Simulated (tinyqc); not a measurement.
Sweep of a biaxial (001) stress: six-band Luttinger-Kohn model with strain.

Six-band Luttinger-Kohn model in the basis |3/2,3/2>, |3/2,1/2>, |3/2,-1/2>, |3/2,-3/2>, |1/2,1/2>, |1/2,-1/2>, electron energies, zero at the top of the unstrained valence band. H = -[rows: (P+Q, -S, R, 0, -S/r2, r2 R); (-S*, P-Q, 0, R, -r2 Q, r32 S); (R*, 0, P-Q, S, r32 S*, r2 Q); (0, R*, S*, P+Q, -r2 R*, -S*/r2); (-S*/r2, -r2 Q, r32 S, -r2 R, P+Dso, 0); (r2 R*, r32 S*, r2 Q, -S/r2, 0, P+Dso)], r2 = sqrt(2), r32 = sqrt(3/2). Levels are twofold.

P = c g1 k^2 - av tr(e); Q = c g2 (kx^2 + ky^2 - 2 kz^2) - (b/2)(exx + eyy - 2 ezz); R = c sqrt3 [-g2 (kx^2 - ky^2) + 2i g3 kx ky] + (sqrt3/2) b (exx - eyy) - i d exy; S = 2 c sqrt3 g3 (kx - i ky) kz - d (exz - i eyz); c = hbar^2/2m0, e the strain tensor (not engineering shear).

s11 = (C11 + C12)/((C11 - C12)(C11 + 2 C12)), s12 = -C12/((C11 - C12)(C11 + 2 C12)), s44 = 1/C44; exx = s11 sxx + s12 (syy + szz) and cyclic, exy = s44 sxy/2; tension is positive. A uniaxial stress X along the unit vector n is s_ij = X n_i n_j.

Constants: hbar^2/2m0 = 3.80998211 eV angstrom^2.

Values chosen for the exercise (near those of InAs; the results hold for these values, not for the real material):

| symbol | value | unit | meaning |
|---|---|---|---|
| Dso | 0.375 | eV | spin-orbit splitting |
| g1 | 19.9 |  | Luttinger gamma1 |
| g2 | 8.4 |  | gamma2 |
| g3 | 9.2 |  | gamma3 |
| av | 1.02 | eV | valence hydrostatic potential |
| b | -1.74 | eV | tetragonal shear potential |
| d | -3.58 | eV | trigonal shear potential |
| C11 | 86.4 | GPa |  |
| C12 | 46 | GPa |  |
| C44 | 41.9 | GPa |  |
| load | biaxial (001) |  | kind of stress |

Edges at k = 0 and curvature masses of the top pair along [110] and [001] (step 0.0002 1/angstrom); at zero stress the top is fourfold and has no single curvature.

Edges and masses:

| X (GPa) | top (eV) | second (eV) | third (eV) | splitting (meV) | m [110] | m [001] |
|---|---|---|---|---|---|---|
| -2.10 | 0.0664 | -0.0654 | -0.4481 | 131.8 | 0.035 | 0.323 |
| -1.40 | 0.0443 | -0.0547 | -0.4126 | 99.0 | 0.035 | 0.323 |
| -0.70 | 0.0221 | -0.0330 | -0.3882 | 55.1 | 0.035 | 0.323 |
| 0.00 | 0.0000 | 0.0000 | -0.3750 | 0.0 | - | - |
| 0.70 | 0.0426 | -0.0221 | -0.3714 | 64.7 | 0.109 | 0.024 |
| 1.40 | 0.0924 | -0.0443 | -0.3751 | 136.7 | 0.134 | 0.022 |
| 2.10 | 0.1473 | -0.0664 | -0.3838 | 213.7 | 0.159 | 0.021 |

How do the results move, and what explains it?

The splitting reaches 131.8 meV under compression and 213.7 meV under the same tension; linear shear terms alone would make the two equal, and the difference comes from the coupling to the split-off band. At the ends of the sweep the top pair has a mass along [110] of 0.035 under compression and 0.159 under tension, so compression gives the lighter holes along [110]; along [001] it has 0.323 and 0.021. The top edge itself moves by +66 and +147 meV. The ends of the sweep mean strains up to 2.7 %, beyond the range of linear deformation potentials.

Run: tinyqc, `OMP_NUM_THREADS=1 python tinyqc.py 1081367 1081368 out.jsonl`; Intel(R) Xeon(R) Processor @ 2.30GHz, one thread, shared host; about 0.06 s of CPU time with all checks.
